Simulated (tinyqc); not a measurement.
Length of a molecular wire: coherent transport through a tight-binding bridge. Computed by the program tinyqc. 

A uniform bridge between two chains:
```
parameter,value
site energy (eV),3.450000
hopping in the bridge (eV),1.150000
lead hopping (eV),2.410000
couplings (eV),"0.99, 1.13"
E (eV),-0.200000
```

T = Gamma_L Gamma_R |G_1n|^2 with the self-energies of semi-infinite chains.

Transmission against length:
```
sites,T,ln T
2,7.7348e-03,-4.8620
3,9.7237e-04,-6.9358
4,1.2233e-04,-9.0088
5,1.5391e-05,-11.0817
6,1.9365e-06,-13.1546
7,2.4365e-07,-15.2275
8,3.0656e-08,-17.3004
9,3.8571e-09,-19.3734
10,4.8530e-10,-21.4463
```

E lies outside the band of the bridge (|E - e|/2h = 1.587 > 1), so T decays as exp(-beta n) with beta = 2 arccosh(1.587) = 2.0729 a site; the last two rows give 2.0729.
